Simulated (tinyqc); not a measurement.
Nanowire ballistic transistor, top-of-the-barrier model: effect of the temperature.

At the top of the source barrier, states moving towards the drain are filled by the source (Fermi level 0) and states moving back by the drain (Fermi level -q Vd); nothing scatters. U is the shift of the band edge there, set by the capacitances CG, CD and CS (the total) and by the charge. Parabolic one-dimensional subband; the source is grounded.

N0 = gv sqrt(2 m kB T/pi)/hbar, CG = 2 pi eps0 eox/ln(1 + 2 tox/d), CS = CG/aG, n0 = n at U = 0 and Vd = 0. eta1 = -(E0 + U)/Vt, eta2 = eta1 - Vd/Vt, n = (N0/2)[F_(-1/2)(eta1) + F_(-1/2)(eta2)], F_(-1/2)(x) = (1/sqrt(pi)) int_0^infinity u^(-1/2)/(1 + exp(u - x)) du. U = UL + q (n - n0)/CS with UL = -(aG Vg + aD Vd), energies in eV. I = gv (2 q^2/h) Vt [ln(1 + exp eta1) - ln(1 + exp eta2)]. CQ = (q/Vt) dn/d(eta1). E0 is held fixed.

Inputs (values chosen for the exercise); mass and valleys close to those of gallium nitride: effective mass m = 0.19 m0; valley degeneracy gv = 1; relative permittivity of the gate insulator eox = 22; insulator thickness tox = 2.5 nm; wire diameter d = 4 nm; gate control CG/CS aG = 0.94; drain control CD/CS aD = 0.054; band edge at the barrier top above the source Fermi level at zero bias E0 = 0.37 eV; gate voltage Vg = 0.5 V; drain voltage Vd = 0.5 V.

Constants: q = 1.602176634e-19 C, kB = 1.380649e-23 J/K, hbar = 1.054571817e-34 J s, h = 6.62607015e-34 J s, m0 = 9.1093837015e-31 kg, Vt = kB T/q, eps0 = 8.8541878128e-14 F/cm where lengths are in cm. Results are converted to the units shown.

Results:

| T (K) | eta1 | n (cm^-1) | I (uA) | mean velocity I/(q n) (cm/s) | CQ/CS |
|---|---|---|---|---|---|
| 50 | 24.167 | 2.2921e6 | 8.0679 | 2.1969e7 | 0.11014 |
| 120 | 10.077 | 2.2848e6 | 8.0736 | 2.2055e7 | 0.11139 |
| 180 | 6.7259 | 2.2723e6 | 8.0847 | 2.2207e7 | 0.11373 |
| 240 | 5.0535 | 2.2534e6 | 8.1081 | 2.2458e7 | 0.11676 |
| 300 | 4.0518 | 2.2301e6 | 8.1504 | 2.2811e7 | 0.11930 |
| 360 | 3.3845 | 2.2053e6 | 8.2152 | 2.3251e7 | 0.12061 |
| 420 | 2.9076 | 2.1812e6 | 8.3028 | 2.3758e7 | 0.12059 |

Estimate the missing row, T = 77 K.

Computed row:

| T (K) | eta1 | n (cm^-1) | I (uA) | mean velocity I/(q n) (cm/s) | CQ/CS |
|---|---|---|---|---|---|
| 77 | 15.696 | 2.2901e6 | 8.0695 | 2.1993e7 | 0.11047 |

With this row back in the table: As T goes from 50 to 420 K, n falls from 2.29e6 to 2.18e6 cm^-1, the mean velocity rises from 2.20e7 to 2.38e7 cm/s and the current rises from 8.07 to 8.30 uA. CQ/CS goes from 0.11 to 0.12.

Numbers from tinyqc (`OMP_NUM_THREADS=1 python tinyqc.py 2400115 2400116 out.jsonl`; about 0.03 s on one thread of a shared Intel Xeon 2.30GHz).
